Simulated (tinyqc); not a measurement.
Phonon transmission through an interface between two chains by Green functions: one step, computed by the program tinyqc. Command: `OMP_NUM_THREADS=1 python tinyqc.py 3015784 3015785 out.jsonl agf walk`. One thread of a shared host (Intel(R) Xeon(R) Processor @ 2.30GHz), about 0.01 s of CPU time with the checks.

Two semi-infinite chains (masses m_1, m_2; springs k_1, k_2), motion along the chain. The central region holds the end atom of each chain and three interlayer atoms of mass m_b, joined by springs k_b. lambda = omega^2 in eV/(angstrom^2 u); nu = 15.6333042 THz x sqrt(lambda).

Task: Transmission at the probe frequency. A = lambda M - K - Sigma over the central atoms, with K_ii the sum of the springs at i, K_(i,i+1) = -k_b; G = inverse of A; transmission = Gamma_1 Gamma_2 |G_(first,last)|^2.

Atoms in the interlayer: three.

A (complex symmetric) (eV/angstrom^2):
```
                     end of 1    layer 1    layer 2    layer 3
end of 1  -3.702520+2.055451i   3.930000   0.000000   0.000000
layer 1              3.930000  -7.289878   3.930000   0.000000
layer 2              0.000000   3.930000  -7.289878   3.930000
layer 3              0.000000   0.000000   3.930000  -7.289878
end of 2             0.000000   0.000000   0.000000   3.930000

                     end of 2
end of 1             0.000000
layer 1              0.000000
layer 2              0.000000
layer 3              3.930000
end of 2  -3.718515+2.688934i
```

Gamma_1 = 4.110901 eV/angstrom^2

Gamma_2 = 5.377869 eV/angstrom^2

Give: G_(first,last); transmission.

Result:

G_(first,last) = 0.1906-0.0142i angstrom^2/eV

transmission = 0.8072
